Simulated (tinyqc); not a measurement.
What each parameter does: Kronig-Penney superlattice by transfer matrices.

Wells (width a, potential 0, mass mw) alternate with barriers (width b, height V0, mass mb); period d = a + b; c = hbar^2/2m0. The vector (psi, psi'/m) is continuous, and a layer of thickness t carries it by M = [[cos kt, (m/k) sin kt], [-(k/m) sin kt, cos kt]] with k = sqrt(m (E - V)/c); for E < V, k = i kappa gives [[cosh, (m/kappa) sinh], [(kappa/m) sinh, cosh]] of kappa t. A Bloch state obeys cos(q d) = tr(Mb Mw)/2.

Constants: hbar^2/2m0 = 3.80998211 eV angstrom^2.

Parameters, chosen for this exercise (near those of the light valleys of a Si film between layers of SiO2; shifted at random, so the results belong to these values and not to a real crystal):
```
symbol  value  unit      meaning
a       18     angstrom  well width
b       6      angstrom  barrier width
V0      3.096  eV        barrier height
mw      0.195  m0        mass in the wells
mb      0.487  m0        mass in the barriers
```

Bottom and width of the first miniband, the gap above it, and m_z = -2 c f'/d^2 with f = tr M/2.

One parameter was then changed.

Results before and after:
```
case,bottom (eV),width (meV),gap (meV),m_z (m0)
base,0.2833,16.8,870.8,1.6448
changed,0.2668,22.5,818.5,1.2495
```

Which of these changes was made? (a) b = 7 angstrom; (b) mb = 0.4139 m0; (c) a = 16 angstrom; (d) V0 = 2.632 eV; (e) mw = 0.1755 m0.

Answer: (d) V0 = 2.632 eV. Of the candidates, run in turn, only this one gives the changed row.

All candidates:
```
case,bottom (eV),width (meV),gap (meV),m_z (m0)
base,0.2833,16.8,870.8,1.6448
a = 16 angstrom,0.3332,21.7,1028.5,1.5259
b = 7 angstrom,0.2870,9.2,889.4,2.7076
V0 = 2.632 eV,0.2668,22.5,818.5,1.2495
mw = 0.1755 m0,0.2960,18.7,927.7,1.4837
mb = 0.4139 m0,0.2929,22.4,875.5,1.2490
```

Program tinyqc; command `OMP_NUM_THREADS=1 python tinyqc.py 1250855 1250856 out.jsonl`; about 0.08 s on one thread of a shared Intel(R) Xeon(R) Processor @ 2.30GHz.
